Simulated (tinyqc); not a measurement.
Rayleigh-quotient iteration on a symmetric matrix, step by step. Computed by tinyqc, a small Python program that keeps every step. Settings: method = rayleigh, shift = 1.39. Command: `OMP_NUM_THREADS=1 python tinyqc.py 26941 26942 out.jsonl` (the two numbers bound the seeds that draw the settings). One thread of a shared host (Intel(R) Xeon(R) Processor @ 2.60GHz), about 0.01 s of CPU time with the checks.

## Step 1

A, lower triangle:
```
          1         2         3
1  0.405000
2  0.663000  0.549000
3  1.515000  1.267000  0.587000
```

vector v at the start: 0.577350  0.577350  0.577350

shift = 1.390000

solve (A - shift) w = v; v' = w/|w| with its largest component positive (the first on a tie); lambda = v'^T A v'; the next shift is lambda.

vector after step 1: 0.535671  0.471439  0.700572

Rayleigh quotient after step 1 = 2.835203

## Step 2

As before.

vector after step 2: 0.547318  0.519193  0.656416

Rayleigh quotient after step 2 = 2.851224

## Course of the iteration

Stop when the residual |A v - lambda v| is below 1e-9.

Steps:
```
step      lambda  residual
1     2.83520349  2.45e-01
2     2.85122441  1.06e-03
3     2.85122472  9.08e-11
```

all eigenvalues, for comparison: -1.156278  -0.153947  2.851225

Converged in 3 steps.
